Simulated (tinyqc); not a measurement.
Inside a calculation. Model: Debye-Callaway model of lattice thermal conductivity. Computed by tinyqc, a small Python program that keeps every step. Command: `OMP_NUM_THREADS=1 python tinyqc.py 3030388 3030389 out.jsonl callaway walk`. One thread of a shared host (Intel(R) Xeon(R) Processor @ 2.30GHz), about 0.01 s of CPU time with the checks. Intermediate numbers are printed to about 5 digits and carried at full precision; extremes and crossings named in words are read from the listed rows.

Three acoustic branches with one velocity v, cut at omega_D = k_B Theta/hbar; x = hbar omega/(k_B T). v and Theta are separate inputs: Theta cuts off the heat-carrying modes, so C need not reach 3 k_B/V. gamma is an effective value that sets the umklapp rate.

Inputs (values chosen for the exercise, modelled on magnesium oxide):
```
quantity                                value        unit
sound velocity v                         6640         m/s
Debye temperature Theta                   779           K
volume per atom V                        9.34  angstrom^3
mean atomic mass M                      20.15           u
effective Grueneisen parameter gamma     3.69           -
umklapp exponent divisor b                  3           -
vacancy fraction n_v                  1.4e-05           -
Casimir length L                         3800  micrometre
temperature T                             600           K
probe frequency omega/omega_D            0.21           -
```

Sample: crystal. Point defects: vacancies. Normal processes: left out.

Constants: k_B = 1.380649e-23 J/K; hbar = 1.054571817e-34 J s; u = 1.6605390666e-27 kg.

## Mass-fluctuation parameter

A vacancy counts as a mass defect Delta M/M = -3 (the missing mass and twice its bonds), so Gamma = 9 n_v. A = V Gamma/(4 pi v^3).

Gamma = 1.26e-04

Rayleigh coefficient A = 3.1989e-46 s^3

## Scattering rates at one frequency

Rates: point defects A omega^4; umklapp B omega^2 T exp(-Theta/(b T)) with B = hbar gamma^2/(M v^2 Theta). Boundaries: v/L. The resistive time is tau_R = 1/(boundary + point-defect + umklapp rates), and the free path is v tau_R.

omega = 2.1417e+13 rad/s

Rates:
```
process        rate (1/s)  rate x tau_R
boundaries     1.7474e+06    7.8306e-06
point defects  6.7307e+07    3.0162e-04
umklapp        2.2308e+11       0.99969
```

tau_R = 4.4813e-12 s

free path = 29.756 nm

The strongest resistive process at this frequency: umklapp, 100 % of the resistive rate.

## The integrand on a coarse grid

x runs in ten equal steps to min(Theta/T, 12); g = x^4 e^x/(e^x - 1)^2; tau_C is the inverse of all rates summed; the last column is c tau_C g with c = (k_B/(2 pi^2 v)) (k_B T/hbar)^3.

Integrand:
```
x            g   tau_C (s)  c tau_C g (W/(m K))
0.1298  0.0168  1.9767e-11               16.989
0.2597  0.0670  4.9408e-12               16.914
0.3895  0.1498  2.1952e-12               16.790
0.5193  0.2637  1.2342e-12               16.619
0.6492  0.4069  7.8940e-13               16.401
0.7790  0.5771  5.4779e-13               16.140
0.9088  0.7714  4.0210e-13               15.837
1.0387  0.9869  3.0754e-13               15.496
1.1685  1.2201  2.4271e-13               15.120
1.2983  1.4676  1.9635e-13               14.712
```

The integrand is largest at the lowest frequency shown, whose long lifetime outweighs its small heat capacity.

## Thermal conductivity

kappa_1 = c int tau_C g dx, g = x^4 e^x/(e^x - 1)^2, c = (k_B/(2 pi^2 v)) (k_B T/hbar)^3, over 0 < x < min(Theta/T, 40), by 96 Gauss-Legendre points in s with x = x_max s^2; tau_C = tau_R, the inverse of the summed rates, and kappa = kappa_1. Heat capacity C = 3 c int g dx / v^2; grey free path 3 kappa/(C v); the median free path v tau_C halves kappa_1 when the quadrature points are ordered by free path (each counted at half its weight, interpolated in the logarithm); likewise at 10 % and 90 %.

kappa_1 = 21.039 W/(m K)

kappa = 21.039 W/(m K)

heat capacity C = 2.3331e+06 J/(m^3 K)

grey free path = 4.0743 nm

median free path = 5.6293 nm

free path at 10 % of kappa_1 = 1.6424 nm

free path at 90 % of kappa_1 = 142.28 nm

The median free path is 1.4 times the grey one. The middle 80 % of kappa_1 spans a factor 87 in free path.

## Leaving out one process at a time

The formulas are those given above.

Conductivity at T:
```
case                   kappa (W/(m K))  ratio to all
all processes                   21.039             1
without point defects           21.085        1.0022
without boundaries              21.060        1.0010
without umklapp                  38917        1849.7
```

Removing umklapp raises kappa most, by a factor 1850; removing boundaries gives only 1.00.

## Conductivity against temperature

The boundary limit is C v^2/(3 x boundary rate), with C = 3 c int g dx / v^2.

Kappa (W/(m K)):
```
T (K)  all processes  without point defects  boundary limit
7.8           1415.0                 1667.5          1667.5
16            6636.7                  14391           14393
27             13308                  50794           69164
47            5627.2                 7421.6      3.6474e+05
78            917.82                 979.00      1.6221e+06
130           249.21                 255.36      5.6760e+06
230           87.255                 88.066      1.2768e+07
390           38.449                 38.605      1.7603e+07
620           20.137                 20.180      1.9724e+07
1000          10.943                 10.955      2.0683e+07
```

kappa peaks among these rows at 27 K (T/Theta = 0.035) with 13300 W/(m K). The exponent d ln kappa/d ln T is 2.15 at the cold end and -1.28 at the hot end. Point defects cost most at 27 K, a factor 3.82.

Checks made by the program: heat capacity against the Debye function (relative difference below 1e-10).
